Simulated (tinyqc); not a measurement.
# Free and trapped electrons in a MOS channel with a dense trap tail, step by step

Numbers from tinyqc (`OMP_NUM_THREADS=1 python tinyqc.py 2222194 2222195 out.jsonl`; about 0.02 s on one thread of a shared Intel Xeon 2.30GHz). Printed values are rounded.

p-type body, charge-sheet picture, full ionisation (an idealisation for deep acceptors), Boltzmann statistics for free electrons. e = Ec - EF at the surface. Acceptor-like traps of density D(E) = D0 + De exp(-E/Ew) at depth E below Ec, from 0 to Eu, hold n_t = integral of D(E)/(1 + exp((e - E)/Vt)). psi = Eg - Vt ln(Nv/Na) - e; N_dep = sqrt(2 eps0 eps_r Na (psi - Vt)/q); n_f = sqrt(N_dep^2 + 2 eps0 eps_r Vt Nc exp(-e/Vt)/q) - N_dep; Vg = Vfb + psi + q (N_dep + n_t + n_f)/Cox, Cox = eps0 eox/tox.

Values chosen for this exercise; band and dielectric values close to those of 4H silicon carbide:
- T = 300 K (temperature)
- Eg = 3.23 eV (band gap)
- eps_r = 9.74 (relative permittivity)
- Nc = 1.68e19 cm^-3 (conduction-band density of states at T)
- Nv = 2.54e19 cm^-3 (valence-band density of states at T)
- eox = 3.9 (relative permittivity of the insulator)
- tox = 53 nm (insulator thickness)
- Na = 3e16 cm^-3 (acceptor density)
- Vfb = -2.29 V (flat-band voltage without trapped charge)
- D0 = 9.3e10 cm^-2 eV^-1 (constant background density of acceptor-like traps)
- De = 6.5e13 cm^-2 eV^-1 (density of the tail at the conduction edge)
- Ew = 0.11 eV (decay energy of the tail)
- Eu = 0.81 eV (depth below Ec down to which the traps reach)
- mf = 63 cm^2/(V s) (mobility of free electrons)
- e = 0.032 eV (Ec - EF at the surface)

Constants: q = 1.602176634e-19 C, kB = 1.380649e-23 J/K, Vt = kB T/q, eps0 = 8.8541878128e-14 F/cm where lengths are in cm. Results are converted to the units shown.

Range of the model: EF lies less than 2 Vt below the band edge, or above it, where degeneracy and confinement, left out, matter.

## Trapped charge

Trapezoid rule on 14 equal steps from 0 to Eu, f = 1/(1 + exp((e - E)/Vt)).

```
point      E (eV)  D(E) f (cm^-2 eV^-1)
0               0           1.463398e13
1      0.05785714           2.815213e13
2       0.1157143           2.193412e13
3       0.1735714           1.345293e13
4       0.2314286           8.018137e12
5       0.2892857           4.778481e12
6       0.3471429           2.862143e12
7           0.405           1.729514e12
8       0.4628571           1.060147e12
9       0.5207143           6.645639e11
10      0.5785714           4.307825e11
11      0.6364286           2.926225e11
12      0.6942857           2.109728e11
13      0.7521429           1.627195e11
14           0.81           1.342028e11
```

n_t = 5.272716e12 cm^-2

With 1600 steps n_t = 5.362e12 cm^-2; the coarse value is 1.7 % below it.

## Charges and gate voltage

psi, N_dep, n_f and Vg as defined, with the n_t given; free share n_f/(n_f + n_t); apparent mobility mf n_f/(n_f + n_t); gate voltage spent on traps q n_t/Cox.

psi = 3.023724 V
N_dep = 9.839676e11 cm^-2
n_f = 5.405571e11 cm^-2
Vg = 17.44869 V
free share = 9.298671 %
apparent mobility = 5.858163 cm^2/(V s)
gate voltage spent on traps = 12.96604 V
